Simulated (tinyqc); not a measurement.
When U turns negative: defect-molecule model of a vacancy with Jahn-Teller distortion.

Four dangling hybrids a, b, c, d point into the vacancy: H_ii = E0, and -gm between any two. A tetragonal distortion Q pairs a with b and c with d: those two couplings become -gm - I Q and the other four -gm + I Q/2, at an elastic cost k Q^2/2. The a1 level holds two electrons; charge states 2+, + and 0 put n = 0, 1, 2 more into the lowest level of t2 origin. Energy from the 2+ state at Q = 0, with the Fermi level mu counted from Ev: W_n(Q) = n (et - 2 I Q) + k Q^2/2 + Uc n (n - 1)/2 - n mu. et = E0 + gm is the undistorted t2 level.

Inputs chosen for the exercise (of the size used for the vacancy in silicon; shifted at random, so the results belong to these values and not to a real crystal):
- E0 = 0.08 eV (level of a dangling hybrid, from Ev)
- gm = 0.29 eV (coupling between two dangling hybrids)
- I = 0.97 eV/angstrom (Jahn-Teller coupling)
- Uc = 0.21 eV (repulsion of two electrons in one orbital)

The force constant is varied. E_JT = 2 I^2/k, E(2+/+) = et - E_JT, E(+/0) = et - 3 E_JT + Uc, U_eff = Uc - 2 E_JT.

Against k:
```
k (eV/angstrom^2)  E_JT (eV)  (2+/+) (eV)  (+/0) (eV)  U_eff (eV)  Q of the neutral state (angstrom)
8                     0.2352       0.1348     -0.1257     -0.2605                             0.4850
12                    0.1568       0.2132      0.1095     -0.1036                             0.3233
16                    0.1176       0.2524      0.2272     -0.0252                             0.2425
24                    0.0784       0.2916      0.3448      0.0532                             0.1617
32                    0.0588       0.3112      0.4036      0.0924                             0.1212
48                    0.0392       0.3308      0.4624      0.1316                             0.0808
64                    0.0294       0.3406      0.4918      0.1512                             0.0606
96                    0.0196       0.3504      0.5212      0.1708                             0.0404
```

k at which U_eff = 0 = 17.92 eV/angstrom^2

How do the results move, and what explains it?

Levels below 0 lie in the valence band. U_eff is negative for k below 4 I^2/Uc = 17.9: 3 of the 8 rows. The gain grows as n^2, so the second electron wins 3 E_JT where the first wins E_JT. For a stiff lattice the levels tend to et = 0.370 and et + Uc = 0.580 eV.

Computed by tinyqc, a small Python program: `OMP_NUM_THREADS=1 python tinyqc.py 1480458 1480459 out.jsonl` (the numbers bound the seed that draws the inputs); one thread of a shared host (Intel(R) Xeon(R) Processor @ 2.30GHz), about 0.01 s for the whole set of steps.
